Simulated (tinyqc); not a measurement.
Worked calculation: chemical vapour deposition: Grove model, boundary layer, depletion and step coverage. Computed by tinyqc, a small Python program that keeps every step. Command: `OMP_NUM_THREADS=1 python tinyqc.py 3019542 3019543 out.jsonl cvd walk`. One thread of a shared host (Intel(R) Xeon(R) Processor @ 2.30GHz), about 0.01 s of CPU time with the checks. Intermediate numbers are printed to about 7 digits and carried at full precision; extremes and crossings named in words are read from the listed rows.

A precursor diffuses to the surface and reacts there at first order; each molecule that reacts adds one formula unit of film.

Inputs (values chosen for the exercise, close to those used for epitaxial silicon from a chlorosilane):

| quantity | value | unit |
|---|---|---|
| prefactor k0 of k_s | 1e+08 | cm/s |
| activation energy E | 1.81 | eV |
| temperature T | 1010 | C |
| total pressure p | 52 | torr |
| mole fraction of the precursor Y | 0.0072 | - |
| gas diffusivity D0 at 273.15 K and 760 torr | 0.32 | cm^2/s |
| film density N | 5e+22 | formula units/cm^3 |
| precursor mass M | 135.5 | u |
| trench width w | 0.53 | um |
| aspect ratio of the trench | 5.2 | - |
| gas velocity U | 84 | cm/s |
| kinematic viscosity nu0 at 273.15 K and 760 torr | 0.91 | cm^2/s |
| susceptor length L | 58 | cm |
| channel height b | 4.4 | cm |

Reactor: horizontal, reduced pressure.

Constants: k_B = 1.380649e-23 J/K; u = 1.6605390666e-27 kg; k_B = 8.617333262e-05 eV/K.

## Gas-phase and surface constants

k_s = k0 exp(-E/(k_B T)); C_g = Y p/(k_B T), 1 torr = 133.322 Pa; D = D0 (T/273.15)^1.75 (760/p). Temperatures in kelvin are T(C) + 273.15. Mean speed c = sqrt(8 k_B T/(pi M)); reactive sticking probability beta = 4 k_s/c.

surface rate constant k_s = 7.779177 cm/s

precursor density C_g = 2.817584e+15 1/cm^3

gas diffusivity D = 70.10413 cm^2/s

mean speed c = 44777.13 cm/s

sticking probability beta = 6.949241e-04

## Boundary layer

nu = nu0 (T/273.15)^1.75 (760/p); Re = U L/nu; mean boundary layer delta = (2/3) L/sqrt(Re), at most b/2; h_g = D/delta.

Reynolds number Re = 24.43837

boundary layer delta = 2.2 cm

mass-transfer coefficient h_g = 31.86551 cm/s

Caution: the boundary layer is capped at b/2, so U, L and nu no longer affect h_g.

## Growth rate at the inlet

Fluxes in series: C_s = C_g/(1 + k_s/h_g); growth rate G = k_s h_g/(k_s + h_g) C_g/N; 1 cm/s = 6e8 nm/min.

ratio k_s/h_g = 0.2441252

C_s/C_g = 0.8037776

growth rate G at the inlet = 211.4111 nm/min

The surface reaction limits the rate, so temperature must be uniform.

## Depletion along the susceptor

Plug flow: U b dC/dx = -k_eff C with k_eff = k_s h_g/(k_s + h_g), so C falls as exp(-k_eff x/(U b)); the used share of the precursor is 1 - C(L)/C(0).

k_eff = 6.252728 cm/s

depletion length = 59.11020 cm

rate at the outlet over rate at the inlet = 0.3748542

rate at the outlet = 79.24833 nm/min

62.5 % of the precursor is used.

## Reaction control against transport control

The formulas are those given above.

Rates:

| T (C) | k_s (cm/s) | h_g (cm/s) | G (nm/min) | reaction limit (nm/min) | transport limit (nm/min) |
|---|---|---|---|---|---|
| 810 | 0.37868 | 23.68866 | 14.9289 | 15.168 | 948.828 |
| 860 | 0.89100 | 25.63530 | 32.9675 | 34.113 | 981.492 |
| 910 | 1.95018 | 27.64745 | 66.7988 | 71.511 | 1013.797 |
| 960 | 4.00576 | 29.72441 | 124.1938 | 140.931 | 1045.762 |
| 1010 | 7.77918 | 31.86551 | 211.4111 | 263.022 | 1077.405 |
| 1060 | 14.37343 | 34.07012 | 328.9687 | 467.753 | 1108.742 |
| 1110 | 25.40447 | 36.33764 | 468.9772 | 796.850 | 1139.785 |
| 1160 | 43.15199 | 38.66748 | 617.3536 | 1306.306 | 1170.550 |
| 1210 | 70.72581 | 41.05909 | 759.8969 | 2068.847 | 1201.047 |

The apparent activation energy of G is 1.68 eV between the first rows and 0.76 eV between the last, against E = 1.81 eV. k_s passes h_g between 1110 and 1160 C, where control shifts from the surface to the gas. In the reaction limit the slope is E - k_B T, because C_g falls as 1/T; any further lowering comes from transport.

## Step coverage in a trench

In a long trench of width w and depth l = aspect ratio x w: Knudsen diffusivity D_K = (2w) c/3 (hydraulic diameter 2w), combined as 1/D_e = 1/D_K + 1/D; D_e d2C/dz2 = 2 k_s C/w with D_e dC/dz = -k_s C at the floor. With m = sqrt(2 k_s/(w D_e)): C(floor)/C(top) = 1/[cosh(m l) + (k_s/(D_e m)) sinh(m l)].

Knudsen diffusivity D_K = 1.582125 cm^2/s

effective diffusivity D_e = 1.547207 cm^2/s

modulus m l = 0.1200463

step coverage = 0.9914702

Wall collisions limit transport in the trench; then m l = aspect ratio x sqrt(3 beta)/2, 0.1187, whatever the width. Coverage is nearly conformal. Caution: the hydraulic-diameter form of D_K is rough for a slit.

Checks made by the program: step coverage against a numerical boundary-value solution (relative difference below 1e-10).
